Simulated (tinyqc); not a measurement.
Inside a calculation. Model: Stoner model of a band magnet at zero temperature. Computed by tinyqc, a small Python program that keeps every step. Command: `OMP_NUM_THREADS=1 python tinyqc.py 3010873 3010874 out.jsonl stoner walk`. One thread of a shared host (Intel(R) Xeon(R) Processor @ 2.30GHz), about 0.01 s of CPU time with the checks. Intermediate numbers are printed to about 6 digits and carried at full precision; extremes and crossings named in words are read from the listed rows.

Five orbitals per spin share one band; u = (E - E_bottom)/W runs from 0 to 1, and the states per spin, atom and energy are g = 5 d(u)/W with d = (8/pi) sqrt(u (1 - u)). N(u) is the integral of d from 0. The moment m = n_up - n_down (electrons per atom) moves the fillings to n +/- m/10; the energy is E(m) = E_band(m) - I m^2/4.

Inputs (values chosen for the exercise, for a model d band):

| quantity | value | unit |
|---|---|---|
| band width W | 3 | eV |
| filling n per spin orbital | 0.21 | - |
| Stoner parameter I | 0.636 | eV |
| start moment m0 | 0.93 | mu_B |
| largest number of steps | 600 | - |

Density of states: semi-elliptic.

Constants: k_B = 8.617333262e-05 eV/K.

## The paramagnetic state

Solve N(u_F) = n; g_F = 5 d(u_F)/W; the Stoner product is I g_F.

u_F = 0.263038

g_F = 1.86862 1/eV

Stoner product I g_F = 1.18844

I g_F > 1: the paramagnet is unstable.

## Fixed-moment scan

For a moment m the Fermi levels of the two spins lie W [u(n + m/10) - u(n - m/10)] =: Delta apart; gbar = m/Delta is the mean density of states between them. A solution has I gbar = 1, is stable where gbar falls with m, or sits at saturation m_max = 10 min(n, 1 - n) if I gbar > 1 there. E_band(m) = 5 W [e(n + m/10) + e(n - m/10) - 2 e(n)], e = integral of u d(u) up to the Fermi level.

Against the moment:

| m (mu_B) | Delta (eV) | I gbar | E(m) - E(0) (meV) |
|---|---|---|---|
| 0.105 | 0.05620 | 1.18825 | -0.2778 |
| 0.315 | 0.16882 | 1.18669 | -2.4918 |
| 0.630 | 0.33919 | 1.18127 | -9.8471 |
| 0.945 | 0.51297 | 1.17165 | -21.6824 |
| 1.260 | 0.69284 | 1.15664 | -37.2663 |
| 1.575 | 0.88370 | 1.13353 | -55.3004 |
| 1.890 | 1.09877 | 1.09399 | -73.2271 |
| 2.100 | 1.31100 | 1.01876 | -81.6088 |

I gbar runs between 1.019 and 1.188; the energy falls with m where it exceeds 1 and rises where it is below. The lowest row is m = 2.10, below the paramagnet.

## Self-consistent moment

Split the bands by Delta = I m, find the common Fermi level that keeps 10 n electrons, and read m(out) = 5 [N(u + Delta/(2W)) - N(u - Delta/(2W))], N clipped to 0 and 1. Start from m0 (at most 0.9 m_max, m_max = 10 min(n, 1 - n)); stop when m changes by less than 1e-8; moments under 1e-5 count as 0.

Iteration:

| step | m in (mu_B) | Delta (eV) | m out (mu_B) |
|---|---|---|---|
| 1 | 0.93000 | 0.59148 | 1.08418 |
| 2 | 1.08418 | 0.68954 | 1.25436 |
| 3 | 1.25436 | 0.79777 | 1.43624 |
| 4 | 1.43624 | 0.91345 | 1.62164 |
| 5 | 1.62164 | 1.03136 | 1.79756 |
| 6 | 1.79756 | 1.14325 | 1.94666 |
| 7 | 1.94666 | 1.23808 | 2.05080 |
| 8 | 2.05080 | 1.30431 | 2.09836 |
| 9 | 2.09836 | 1.33456 | 2.10000 |
| 10 | 2.10000 | 1.33560 | 2.10000 |

moment m = 2.1 mu_B

last change of m = 0

The moment is saturated: one spin band is full or empty (a strong ferromagnet).

## Energy, splitting and spin polarisation

Exchange splitting = I m; P = (g_up - g_down)/(g_up + g_down) at the Fermi level, with d = 0 for a full or empty band. The Stoner temperature scale is I m/(4 k_B).

E(m) - E(0) = -81.6088 meV

exchange splitting = 1.3356 eV

spin polarisation P = 1

Stoner temperature scale = 3874.75 K

Majority electrons dominate at the Fermi level. Real Curie points lie far below such a temperature, since the moments disorder in direction long before they vanish.

Checks made by the program: N(u_F) against quadrature of d (relative difference below 1e-10).
